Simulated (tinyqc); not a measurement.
What moves the results: quantum well in an electric field by finite differences. A value that a table varies takes the place of the one given here.

Finite differences on points z_i at the centres of cells of width h: H_ii = (c/h^2)(1/m_(i-1/2) + 1/m_(i+1/2)) + V_i, H_(i,i+1) = -(c/h^2)/m_(i+1/2), where m_(i+1/2) is the mean of the masses at the two points (the end values are repeated outwards), psi = 0 on the points beyond both ends, c = hbar^2/2m0. The field adds e F (z - z0) with z0 the middle of the structure; 1 kV/cm = 1e-5 eV/angstrom.

Constants: hbar^2/2m0 = 3.80998211 eV angstrom^2.

Parameters, chosen for this exercise (near those of an InGaAs well in InAlAs; not measured data):

| symbol | value | unit | meaning |
|---|---|---|---|
| layers | ((45, 0.52, 0.0756), (75, 0, 0.0399), (45, 0.52, 0.0756)) |  | each layer: thickness in angstrom, band edge in eV, mass in m0 |
| hf | 0.9375 | angstrom | cell width of the fine grid |
| Fs | (0, 33.3, 66.7, 100, 133, 167, 200) | kV/cm | fields |
| F | 84 | kV/cm | field along z |
| Lw | 75 | angstrom | well width |
| Lb | 45 | angstrom | each outer barrier |
| V0 | 0.52 | eV | barrier height |
| mw | 0.0399 | m0 | mass in the well |
| mb | 0.0756 | m0 | mass in the barriers |

## Stark shift

Fine grid. Perturbation theory: dE1 = e F z_11 - beta (e F)^2 with beta = sum_j z_1j^2/(E_j - E_1) over the 13 next levels at zero field, z from z0.

Levels against field:

| F (kV/cm) | E1 (eV) | E2 (eV) | dE1 (meV) | second order (meV) | <z - z0> (angstrom) | E2 - E1 (meV) |
|---|---|---|---|---|---|---|
| 0 | 0.0755 | 0.3052 | 0.00 | 0.00 | 0.0 | 229.7 |
| 33.3 | 0.0753 | 0.3052 | -0.19 | -0.19 | -1.1 | 229.9 |
| 66.7 | 0.0747 | 0.3052 | -0.77 | -0.77 | -2.3 | 230.5 |
| 100 | 0.0738 | 0.3052 | -1.72 | -1.73 | -3.4 | 231.5 |
| 133 | 0.0725 | 0.3053 | -3.04 | -3.06 | -4.5 | 232.8 |
| 167 | 0.0707 | 0.3053 | -4.78 | -4.82 | -5.7 | 234.5 |
| 200 | 0.0687 | 0.3052 | -6.83 | -6.91 | -6.7 | 236.6 |

z_11 = 0.00 angstrom
beta = 1728 angstrom^2/eV

What does this show, and why?

At zero field the state is centred, so the shift starts as F^2; it turns linear only if the state is pulled to one side. At 200 kV/cm E1 has moved by -6.83 meV, where second order gives -6.91 meV; they differ by 1.3 % there. The electron moves by -6.7 angstrom, against the rise of the potential. E2 - E1 grows with the field; the ends are 229.7 and 236.6 meV.

## Order of mass and momentum

Fine grid. Hermitian kinetic operators m^a p m^b p m^a with 2a + b = -1: H_ii = (c/h^2) m_i^(2a) (m_(i-1/2)^b + m_(i+1/2)^b) + V_i, H_(i,i+1) = -(c/h^2) m_i^a m_(i+1)^a m_(i+1/2)^b; BenDaniel-Duke is a = 0. The halved form has H_ii = 2c/(h^2 m_i) + V_i and H_(i,i+1) = -(c/2h^2)(1/m_i + 1/m_(i+1)). The shifts are measured against BenDaniel-Duke; the last column repeats E1 with cells of hf/4.

Levels (eV):

| operator | E1 | E2 | E1 - E1(BDD) (meV) | E1 at hf/4 |
|---|---|---|---|---|
| BenDaniel-Duke | 0.0743 | 0.3052 | 0.0 | 0.0743 |
| (1/m) p^2 + p^2 (1/m), halved | -0.0171 | 0.0903 | -91.4 | -2.8397 |
| m^(-1/2) p^2 m^(-1/2) | 0.1011 | 0.3620 | 26.8 | 0.1011 |
| m^(-1/4) p m^(-1/2) p m^(-1/4) | 0.0878 | 0.3330 | 13.5 | 0.0879 |
| one mass, the smallest | 0.0880 | 0.3359 | 13.7 | 0.0880 |

What can be read from the table?

The three forms m^a p m^b p m^a span 26.8 meV in E1, 12 % of E2 - E1; they differ only at the mass steps (largest to smallest mass 1.89), where m^a psi is the continuous quantity. Dropping the mass step altogether moves E1 by +13.7 meV. Refining the grid moves the halved form by -2822.6 meV, against at most 0.08 meV for the other three: at an abrupt step it has no limit as the grid is refined.

## What each parameter does

Three layers: barrier, well, barrier; fine grid. The Stark shift is E1(F) - E1(0). Each row changes one parameter from the base and keeps the others.

Results:

| case | E1 (eV) | E2 - E1 (meV) | Stark shift (meV) | <z - z0> (angstrom) |
|---|---|---|---|---|
| base | 0.0743 | 230.9 | -1.22 | -2.89 |
| Lw = 90 angstrom | 0.0566 | 180.9 | -2.01 | -4.77 |
| Lb = 60 angstrom | 0.0743 | 230.5 | -1.22 | -2.90 |
| V0 = 0.416 eV | 0.0687 | 213.9 | -1.41 | -3.36 |
| mw = 0.0459 m0 | 0.0699 | 213.5 | -1.25 | -2.97 |
| mb = 0.0907 m0 | 0.0705 | 227.0 | -1.25 | -2.96 |
| F = 42 kV/cm | 0.0752 | 230.0 | -0.30 | -1.45 |

What does this show?

The largest shifts from the base row, up to three for each result and ties (the steps differ in size, so this ranks the rows, not the parameters). E1 (eV): Lw -0.0177, V0 -0.0056, mw -0.0044; unchanged at the printed digits by Lb. E2 - E1 (meV): Lw -50.0, mw -17.5, V0 -17.1. Stark shift (meV): F +0.91, Lw -0.80, V0 -0.20; unchanged at the printed digits by Lb. <z - z0> (angstrom): Lw -1.88, F +1.44, V0 -0.47.

Computed by tinyqc, a small Python program: `OMP_NUM_THREADS=1 python tinyqc.py 1280914 1280915 out.jsonl` (the numbers bound the seed that draws the inputs); one thread of a shared host (Intel(R) Xeon(R) Processor @ 2.30GHz), about 0.03 s for the whole set of steps.
